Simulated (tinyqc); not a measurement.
# Delay unit and parasitic delay from two ring oscillators

Problem. A ring of 51 inverters oscillates at 1/(2 x 51 d), with stage delay d = tau (h + p) for fan-out h. Find tau, p and the delay at fan-out 4.

frequencies of 51-stage ring oscillators with fan-out 1 and 4 (GHz): [1.0648334, 0.51310627]

Answer. d is a straight line in h with slope tau and intercept tau p.

tau = 3.300 ps
p = 1.790
delay at fan-out 4 = 19.11 ps

Computed by the program tinyqc: `OMP_NUM_THREADS=1 python tinyqc.py 2082083 2082084 out.jsonl`, one thread of a shared Intel Xeon 2.30GHz, about 0.01 s for the whole run.
